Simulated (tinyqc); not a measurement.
Gate-all-around wire with two subbands, quantum capacitance: two steps of the calculation.

phi is the Fermi level above the lowest subband edge, in volts; Vg is counted from the gate voltage at which an empty wire would have phi = 0. Both directions of motion are filled (equilibrium).

Inputs (values chosen for the exercise):
- T = 150 K (temperature)
- md = 0.042 m0 (mass along the wire)
- gv = 4 (valley degeneracy)
- E2 = 0.23 eV (second subband above the first)
- g2 = 2 (orbital degeneracy of the second subband)
- Vg = 0.56 V (gate voltage)

Constants: q = 1.602176634e-19 C, kB = 1.380649e-23 J/K, hbar = 1.054571817e-34 J s, m0 = 9.1093837015e-31 kg, Vt = kB T/q. Results are converted to the units shown.

Problem 1. New phi. N1 = gv sqrt(2 md m0 kB T/(pi hbar^2)); n1 = N1 F(phi/Vt), n2 = g2 N1 F((phi - E2)/Vt), n = n1 + n2, F(e) = (1/sqrt(pi)) int_0^infinity u^(-1/2) du/(1 + exp(u - e)); Cq = q dn/dphi = (q N1/Vt) [F'(phi/Vt) + g2 F'((phi - E2)/Vt)]. Newton: f = phi + q (n)/Cox - Vg, phi(new) = phi - f/(1 + (Cq)/Cox).

phi after iteration 1 = 0.059148732 V
Cox = 2.2423558 pF/cm

Find: n1; n2; Cq; f; phi after iteration 2.

Solution 1.

n1 = 6.3465e6 cm^-1
n2 = 9.7962 cm^-1
Cq = 9.4734 pF/cm
f = -0.047386 V
phi after iteration 2 = 0.068218 V

Problem 2. Charge and capacitances at the solution. 1/C_G = 1/Cox + 1/(Cq); dphi/dVg = Cox/(Cox + Cq).

converged phi = 0.068556747 V
Cox = 2.2423558 pF/cm

Wanted: n; Cq; C_G; dphi/dVg.

Solution 2.

n = 6.878e6 cm^-1
Cq = 8.662 pF/cm
C_G = 1.781 pF/cm
dphi/dVg = 0.2056

Cq is 3.86 times Cox, so C_G is 79.4 % of Cox; 12.2 % of the gate voltage has gone into phi.

Computed by the program tinyqc: `OMP_NUM_THREADS=1 python tinyqc.py 2200119 2200120 out.jsonl`, one thread of a shared Intel Xeon 2.30GHz, about 0.01 s for the whole run.
